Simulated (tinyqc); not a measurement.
Level and width from two currents at zero temperature.

Inverse problem. In a resonant-tunnelling diode at zero temperature a sharp resonance at Er = E0 - alpha V between the emitter band edge and Ef carries J = K (pi/2) G Tp (Ef - Er), K = q^3 mw m0/(2 pi^2 hbar^3) (times 1e-4 for A/cm^2 per eV^2), with G its full width and Tp its peak transmission, G Tp taken as constant, and no back flow. Find G Tp and E0.

Values chosen for this exercise; masses and offsets of a made-up heterostructure:
- mw = 0.26 m0 (mass in the well, spacer and contacts)
- Ef = 0.27 eV (Fermi energy of both contacts above their band edges)
- alpha = 0.19 (share of the bias at the well)

Constants: q = 1.602176634e-19 C, hbar = 1.054571817e-34 J s, m0 = 9.1093837015e-31 kg. Results are converted to the units shown.

J at V = 0.72 and 1.7 V (kA/cm^2): [1688.8601, 10008.060]

Answer. J is linear in V: the slope gives G Tp, and the onset V0, where the line meets zero, gives E0 = Ef + alpha V0.

G Tp = 6.760 meV
E0 = 0.3690 eV

Numbers from tinyqc (`OMP_NUM_THREADS=1 python tinyqc.py 2600136 2600137 out.jsonl`; about 0.3 s on one thread of a shared Intel Xeon 2.30GHz).
